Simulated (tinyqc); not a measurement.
Heavy doping: gap narrowing, degeneracy and the minority density: sweeps and comparisons. A value that a table varies takes the place of the one given here.

F_j(eta) = (1/Gamma(j + 1)) integral_0^infinity x^j dx/(1 + exp(x - eta)), which tends to exp(eta) for eta << 0.

Empirical narrowing (Slotboom form, constants chosen for the exercise; published fits of this form give the apparent narrowing, here it is taken as the true one): dEg = E0 [ln(N/N0) + sqrt(ln(N/N0)^2 + C)].

Majority: N = Nc F_1/2(eta), eta the distance of EF beyond the majority band edge in kT. Degeneracy factor gam = F_1/2(eta)/exp(eta). ni0^2 = Nc Nv exp(-Eg/kT); product n p = ni0^2 gam exp(dEg/kT), dEg the true narrowing; apparent narrowing dEa = dEg + kT ln gam; minority density = n p/N.

Bipolar transistor with N as emitter doping: beta = K (N/NB) exp((dEa_B + dG - dEa_E)/kT), dEa_E = dEg(N) + kT ln gam, dEa_B = dEg(NB). For the sweep in T, Nc is scaled as (T/T0)^(3/2) from its value at T0 = T.

Constants: kB = 8.617333262e-05 eV/K.

Values chosen for the exercise (gap and densities of states near those of Si at this temperature; narrowing constants near the fits for Si; the results hold for these values, not for the real material): Eg = 1.133 eV (gap); Nc = 2.82e+19 1/cm^3 (conduction-band density of states); Nv = 1.12e+19 1/cm^3 (valence-band density of states); T = 300 K; E0 = 6.81 meV (narrowing scale); N0 = 1.1e+17 1/cm^3 (onset density); C = 0.5 (smoothing constant); N = 6.8e+18 1/cm^3 (ionised donors, equal to the majority density); NB = 3e+17 1/cm^3 (base doping); K = 2 (ratio (D_B W_E)/(D_E W_B)); dG = 0 meV (extra narrowing of the base by alloying).

## Narrowing against degeneracy

N takes the values listed; the last column is N over the factor gam exp(dEg/kT), the doping that a simple model would need to give the same minority density.

Results:
```
N (1/cm^3),eta,gam,dEg (meV),dEa (meV),minority (1/cm^3),effective doping (1/cm^3)
8.0e+16,-5.86,0.999,3.1,3.1,412,7.10e+16
3.0e+17,-4.54,0.996,15.2,15.1,175,1.67e+17
8.0e+17,-3.55,0.990,27.9,27.6,106,2.75e+17
3.0e+18,-2.20,0.963,45.5,44.6,54.6,5.35e+17
8.0e+18,-1.16,0.905,58.8,56.2,32.1,9.10e+17
3.0e+19,0.43,0.690,76.7,67.1,13.1,2.24e+18
8.0e+19,2.01,0.380,90.0,65.0,4.52,6.47e+18
2.0e+20,4.26,0.100,102.5,42.9,0.770,3.80e+19
6.0e+20,9.19,0.00217,117.4,-41.2,0.00989,2.96e+21
```

What can be read from the table?

dEg grows steadily to 117.4 meV, while the apparent value peaks at 67.1 meV for N = 3e+19 and falls to -41.2 meV as the Fermi level enters the band (a negative value is not met in measurements: parabolic bands with a fixed mass overstate the filling). N grows by a factor 38 from the third to the sixth row and the effective doping by 8.1: net of degeneracy, narrowing takes away 78 % of the factor gained by heavier doping.

## Current gain against temperature

Gain:
```
T (K),beta,beta with dG = 0,without narrowing
150,2.34,2.34,45.3
200,4.80,4.80,45.3
250,7.42,7.42,45.3
300,9.95,9.95,45.3
350,12.3,12.3,45.3
400,14.4,14.4,45.3
450,16.3,16.3,45.3
```

dEa_B + dG - dEa_E at T0 = -39.2 meV

What can be read from the table?

beta is 2.34 at 150 K and 16.3 at 450 K, since the net exponent is negative: the emitter has the larger apparent narrowing. At 300 K narrowing and degeneracy change the gain by a factor 0.22.

## What moves the minority density and the gain

All results formed anew. Each row changes one parameter from the base and keeps the others.

Results:
```
case,dEg (meV),dEa (meV),minority (1/cm^3),beta
base,56.58,54.38,35.2,9.95
N = 1.36e+19 1/cm^3,65.96,61.59,23.3,15.1
E0 = 8.172 meV,67.90,65.70,54.6,7.23
N0 = 2.2e+17 1/cm^3,47.22,45.03,24.5,10.6
Eg = 1.153 eV,56.58,54.38,16.3,9.95
Nc = 3.67e+19 1/cm^3,56.58,54.89,46.8,9.76
NB = 6e+17 1/cm^3,56.58,54.38,35.2,7.02
```

How do the results move?

The largest shifts from the base row, up to three for each result and ties (the steps differ in size, so this ranks the rows, not the parameters). dEg (meV): E0 +11.32, N +9.38, N0 -9.36; unchanged at the printed digits by Eg, Nc and NB. dEa (meV): E0 +11.32, N0 -9.36, N +7.20; unchanged at the printed digits by Eg and NB. minority (1/cm^3): E0 +19.4, Eg -19.0, N -12.0; unchanged at the printed digits by NB. beta: N +5.11, NB -2.94, E0 -2.73; unchanged at the printed digits by Eg.

tinyqc: `OMP_NUM_THREADS=1 python tinyqc.py 1680714 1680715 out.jsonl`; about 0.01 s, one thread, shared Intel(R) Xeon(R) Processor @ 2.30GHz.
